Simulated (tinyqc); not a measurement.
Short-channel transistor, virtual-source model with series resistance: course of the iteration: current through the series resistance.

The current per gate width is the charge at the top of the source barrier (the virtual source) times its velocity times a saturation function; al and be are fitting constants of the model. Units: I in uA/um, Rs in ohm um, so I Rs = 1e-6 I Rs in volts; Q in uC/cm^2, so I = 1e-4 Q vx0 Fsat with vx0 in cm/s.

Intrinsic voltages Vg' = Vgs - I Rs, Vd' = Vds - 2 I Rs. n = n0 + nd Vd', VT = VT0 - dl Vd', Ff = 1/(1 + exp((Vg' - VT + al Vt/2)/(al Vt))), Q = Cinv n Vt ln(1 + exp((Vg' - VT + al Vt Ff)/(n Vt))), Vdsat = (vx0 L/mu)(1 - Ff) + Vt Ff, Fsat = u/(1 + u^be)^(1/be) with u = Vd'/Vdsat, and I(out) = Q vx0 Fsat per width. (Fsat takes the sign of u.) I(new) = I(out).

Stop when I changes by less than 1e-7 uA/um, or after 30 iterations.

Parameters, values chosen for the exercise:
```
symbol,value,unit,meaning
T,250,K,temperature
Cinv,3.54,uF/cm^2,inversion capacitance
vx0,3.91e7,cm/s,velocity at the virtual source
mu,94,cm^2/(V s),apparent mobility
L,25,nm,channel length
VT0,0.334,V,threshold at zero drain voltage
dl,0.1,V/V,drain-induced barrier lowering
n0,1.34,,subthreshold factor
nd,0,1/V,growth of n with drain voltage
al,3.5,,threshold shift (in units of Vt) from weak to strong inversion
be,1.6,,sharpness of saturation
Rs,250,ohm um,series resistance of each contact
Vgs,0.6,V,gate voltage
Vds,0.1,V,drain voltage
```

Constants: q = 1.602176634e-19 C, kB = 1.380649e-23 J/K, Vt = kB T/q. Results are converted to the units shown.

I at the start = 0 uA/um

Course of the iteration:
```
iteration	I (uA/um)	|change| (uA/um)
1	368.996	369
2	-201.553	571
3	867.803	1070
4	-260.934	1130
5	1036.28	1300
6	-164.336	1200
7	766.952	931
8	-301.151	1070
9	1155.42	1460
...	...	...
22	-79.2898	1270
23	551.021	630
24	-306.160	857
25	1170.53	1480
26	-89.6463	1260
27	576.199	666
28	-312.249	888
29	1188.99	1500
30	-81.0365	1270
```

Did this iteration meet its convergence test, and what does its course show?

No. Not converged within 30 iterations. The value swings from side to side without settling. At the solution, 124.1 uA/um, the slope dI(out)/dI is -1.77: its size exceeds one, so plain substitution moves away from the root. A rerun with Newton steps converges in 5 iterations.

Program tinyqc, `OMP_NUM_THREADS=1 python tinyqc.py 2380022 2380023 out.jsonl`; Intel Xeon 2.30GHz, shared host, one thread, about 0.01 s.
